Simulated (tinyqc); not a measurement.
Stacked nanosheet transistor, parasitic resistance, capacitance and delay: one step of the calculation.

Ns sheets share one contact on top; each has perimeter p = 2 (Ws + ts) and cross-section A = Ws ts; contact width Wc = Ws + 10 nm, stack height Hs = Ns pv. Sheet 1 is the top one. Contact length Lc = CPP - Lg - 2 Lsp, shared by two neighbouring gates. Source and drain sides are equal. The formulas are first-order estimates, not field solutions.

Problem. Capacitances. With N sheets: gate Cg = Cinv p N Lg; per side, plate Cp = ks eps0 [Wc (Hs + Hc) - N A]/Lsp, top fringe Cf = (2/pi) ks eps0 Wc ln(1 + Lg/(2 Lsp)), overlap Co = Cinv p N Lov. Cs = Cp + Cf + Co. An inverter of two such devices driving an equal one has the load CL = 2 (Cg + 2 Cs) + 4 Cs + Cw (its own drains counted twice for the Miller effect).

Values chosen for this exercise; values close to those of silicon logic devices: number of sheets Ns = 4; sheet width Ws = 40 nm; sheet thickness ts = 7 nm; vertical pitch of the sheets pv = 12 nm; gate length Lg = 12 nm; spacer length Lsp = 4 nm; relative permittivity of the spacer ks = 3.3; gate height above the channel stack Hc = 30 nm; gate overlap Lov = 1.5 nm; inversion capacitance Cinv = 2.7 uF/cm^2; wire load Cw = 0.28 fF.

Constants: eps0 = 8.8541878128e-12 F/m. Results are converted to the units shown.

Give: Cg; Cp; Cf; Co; CL.

Solution.

Cg = 121.8 aF
Cp = 20.31 aF
Cf = 0.8522 aF
Co = 15.23 aF
CL = 814.7 aF

The channel capacitance gives 29.9 % of CL, the parasitic parts 35.7 % and the wire 34.4 %.

Numbers from tinyqc (`OMP_NUM_THREADS=1 python tinyqc.py 2170012 2170013 out.jsonl`; about 0.07 s on one thread of a shared Intel Xeon 2.30GHz).
